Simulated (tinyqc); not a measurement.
# Bulk transistor, scale length and short-channel effects: effect of the relative permittivity of the insulator

A gate, an insulator of thickness ti and a depleted layer of depth ts on a conducting body. Below threshold the potential that source and drain add obeys Laplace's equation and vanishes on the gate and at the bottom of the depleted layer. Its lowest mode decays along the channel as exp(-k y); k is the smallest positive root of the matching condition at the interface, and the scale length is Lambda = pi/k.

k is the smallest positive root of f(k) = eps_r sin(k ti) cos(k ts) + ei cos(k ti) sin(k ts). Along the channel psi(y) = s + a exp(y/l) + b exp(-y/l) with psi(0) = Vbi, psi(L) = Vbi + Vds and l = 1/k = Lambda/pi; with A = Vbi - s, B = A + Vds, x = exp(-L/l): a = (B - A x) x/(1 - x^2), b = (A - B x)/(1 - x^2). The minimum is s + 2 sqrt(a b), at y = (l/2) ln(b/a). The long-channel potential follows the gate as s = sT + (Vg - VTL)/m, and the threshold VT is the gate voltage at which the minimum equals sT. Swing = m Vt ln 10/g at threshold, g = d(minimum)/ds = 1 - (b x + a)/((1 + x) sqrt(a b)). DIBL = [VT(0.05 V) - VT(Vds)]/(Vds - 0.05 V). sT and Vbi are held fixed; m = 1 + eps_r ti/(ei ts) in each row.

Values chosen for this exercise; permittivities: semiconductor close to that of silicon, insulator close to that of zirconium oxide: temperature T = 400 K; relative permittivity of the semiconductor eps_r = 11.9; insulator thickness ti = 4.4 nm; depletion depth ts = 8 nm; channel length L = 16 nm; potential of the source Vbi = 0.85 V; potential of the barrier top at threshold sT = 0.73 V; drain voltage Vds = 0.6 V.

Constants: q = 1.602176634e-19 C, kB = 1.380649e-23 J/K, Vt = kB T/q. Results are converted to the units shown.

Results:
```
ei   Lambda (nm)  L/Lambda  VT - VTL at Vds (mV)  DIBL (mV/V)  swing (mV/decade)
3.9        14.07     1.137                -421.0        427.8              348.7
5.7        13.54     1.182                -305.0        308.7              269.9
8.5        12.93     1.238                -221.9        223.6              213.6
18         11.77     1.359                -131.8        131.6              152.6
27         11.21     1.428                -104.3        103.6              134.1
40         10.73     1.492                -85.90        84.99              121.9
```

Estimate the missing row, ei = 12.

Computed row:
```
ei  Lambda (nm)  L/Lambda  VT - VTL at Vds (mV)  DIBL (mV/V)  swing (mV/decade)
12        12.39     1.292                -172.3        172.9              180.0
```

With this row back in the table: As ei goes from 3.9 to 40, Lambda falls from 14.1 to 10.7 nm, DIBL falls from 428 to 85.0 mV/V and the swing falls from 349 to 122 mV a decade. On average Lambda goes as ei^(-0.12). In every row L is under 1.5 Lambda, where higher modes, left out of the one-mode potential, count.

Program tinyqc, `OMP_NUM_THREADS=1 python tinyqc.py 2420020 2420021 out.jsonl`; Intel Xeon 2.30GHz, shared host, one thread, about 0.01 s.
